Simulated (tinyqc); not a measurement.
# Composition from the perpendicular lattice constant

Problem. The layer is x parts of the first compound and 1 - x of the second, grown coherently on the third as substrate and barrier. Rows of the table: lattice constant a, average valence level Ea on an absolute scale, spin-orbit splitting so, gaps at Gamma, X and L, hydrostatic deformation potentials av and ac (Gamma), shear potential b, elastic constants, electron and heavy-hole (along z) masses. All are interpolated linearly in x; gaps get -C x (1 - x), taken wholly in the conduction band; real line-ups can differ from this model by 0.1 eV or more. In-plane strain e = (a_substrate - a)/a, e_z = -2 (c12/c11) e, volume change 2 e + e_z. X-ray diffraction gives a_z = a (1 + e_z) of the coherent layer. Find x, e and the relaxed Gamma gap.

Parameters, values chosen for the exercise: bowing of the Gamma gap CG = 0.477 eV; bowing of the X gap CX = 1.4 eV; bowing of the L gap CL = 0.33 eV.

Binary compounds, values chosen for the exercise:
```
              close to InAs  close to GaAs  close to InP
a (angstrom)          6.058          5.653         5.869
Ea (eV)               -6.67          -6.92         -7.04
so (eV)               0.385          0.338          0.11
EG (eV)               0.355           1.41          1.33
EX (eV)                1.37           1.91          2.18
EL (eV)                1.08           1.69          1.95
av (eV)                1.01           1.15          1.27
ac (eV)               -5.12          -7.27         -5.01
b (eV)                -1.81          -1.71         -1.72
c11 (GPa)              84.3            118           102
c12 (GPa)              45.3           53.6          55.9
me (m0)              0.0228         0.0664        0.0797
mh (m0)               0.334          0.351         0.535
```

lattice constant along the growth direction = 5.97186036 angstrom

Answer. a_z changes steadily with x, about (1 + 2 c12/c11) times as fast as the relaxed lattice constant, so one composition matches.

x = 0.6600
e = -0.8665 %
relaxed Gamma gap = 0.6067 eV

tinyqc, about 0.01 s, one thread, Intel Xeon 2.30GHz (shared host): `OMP_NUM_THREADS=1 python tinyqc.py 2690098 2690099 out.jsonl`
